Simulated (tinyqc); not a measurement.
Coverage along the feature as the dose grows: atomic layer deposition: Langmuir saturation, growth per cycle and coating of deep features. Computed by tinyqc, a small Python program. Command: `OMP_NUM_THREADS=1 python tinyqc.py 3007624 3007625 out.jsonl ald walk`. One thread of a shared host (Intel(R) Xeon(R) Processor @ 2.30GHz), about 0.02 s of CPU time with the checks.

Precursor A sticks only on free sites, so a long enough pulse saturates; co-reactant B then frees the sites again.

Inputs (values chosen for the exercise, modelled on zinc oxide from diethylzinc and water): precursor mass M = 124 u; site density q = 7.1 1/nm^2; sticking probability beta on free sites = 0.01; precursor pressure p = 1 Pa; temperature T = 125 C; pulse time t = 0.069 s; desorption energy E_d = 1.26 eV; aspect ratio a = 58.

Feature: round hole.

Constants: u = 1.6605390666e-27 kg; k_B = 1.380649e-23 J/K; k_B = 8.617333262e-05 eV/K.

Method:
- Wall flux F = p/sqrt(2 pi M k_B T); rate of filling k_a = beta F/q; desorption k_d = 1e13 exp(-E_d/(k_B T)) per second. 1/m^2 = 1e-18/nm^2.
- Temperatures in kelvin are T(C) + 273.15.
- Diffusion-limited filling (Gordon) of a round hole of diameter w: a saturation front at depth z needs dz/dt = D_K n/(z (4q/w)), with Knudsen D_K = w c/3 and F = n c/4; including the entrance and floor terms, t = (q/F)(1 + 19a/4 + 3a^2/2). Reaction-limited filling needs ln(100)/k_a at any depth, k_a = beta F/q. Flow is molecular. The front picture holds when the modulus a sqrt(beta) is well above 1.
- Depth reached by the given pulse: solve the same formula for a. Exposure = p x diffusion-limited time; 1 langmuir = 1.33322e-4 Pa s.
- Continuum model with steady gas transport: d2n/dz2 = 3 beta (1 - th) n/d_h^2 (d_h the hydraulic diameter, n = 1 at the mouth, no flux at the floor, 60 cells), d th/dt = beta F n (1 - th)/q; no desorption. Times are multiples of the larger of the Gordon time and ln(100)/k_a.

diffusion-limited time = 3.18687 s

time to 99 % without desorption, ln(100)/k_a = 0.275737 s

flux F = 11858.0 1/(nm^2 s)

modulus = 5.8

Coverage:
```
multiple   t (s)  top cell  quarter depth  half depth  three quarters  floor cell
0.05      0.1593     0.918          0.272       0.027           0.002       0.000
0.10      0.3187     0.994          0.584       0.078           0.007       0.001
0.20      0.6374     1.000          0.936       0.284           0.028       0.005
0.40      1.2747     1.000          1.000       0.845           0.183       0.033
0.60      1.9121     1.000          1.000       0.993           0.559       0.143
0.80      2.5495     1.000          1.000       1.000           0.905       0.452
1.00      3.1869     1.000          1.000       1.000           0.998       0.961
1.30      4.1429     1.000          1.000       1.000           1.000       1.000
```

What follows from these numbers?

At a multiple of 0.2 the coverage is 1.00 at the top and 0.01 at the floor. The coverage falls gradually with depth, without a sharp front. In the last row the floor reaches 1.000.
